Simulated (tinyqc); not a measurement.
Composition and strain of an epitaxial Si(1-x)Ge(x) layer from Raman and X-ray peaks: one step, computed by the program tinyqc. Command: `OMP_NUM_THREADS=1 python tinyqc.py 3003984 3003985 out.jsonl epiraman walk`. One thread of a shared host (Intel(R) Xeon(R) Processor @ 2.30GHz), about 0.01 s of CPU time with the checks.

A (001) layer, biaxially strained in the plane. The Raman peaks follow empirical lines omega = w0 + c1 x + c3 x^3 + b eps (c3 for Si-Ge alone), with eps the in-plane strain.

Problem. X-ray (004) reflection. Bragg angle theta = arcsin(2 lambda/a) for (004), for the substrate with a_sub and the layer with a_perp; separation in arc seconds.

Inputs (values chosen for the exercise, modelled on silicon-germanium): X-ray wavelength = 1.540598 angstrom.

Substrate: silicon.

substrate constant a_sub = 5.431 angstrom

a_perp = 5.485384 angstrom

Give: theta of the substrate; theta of the layer; separation, layer less substrate.

Solution.

theta of the substrate = 34.565 degree

theta of the layer = 34.174 degree

separation, layer less substrate = -1405.6 arcsec
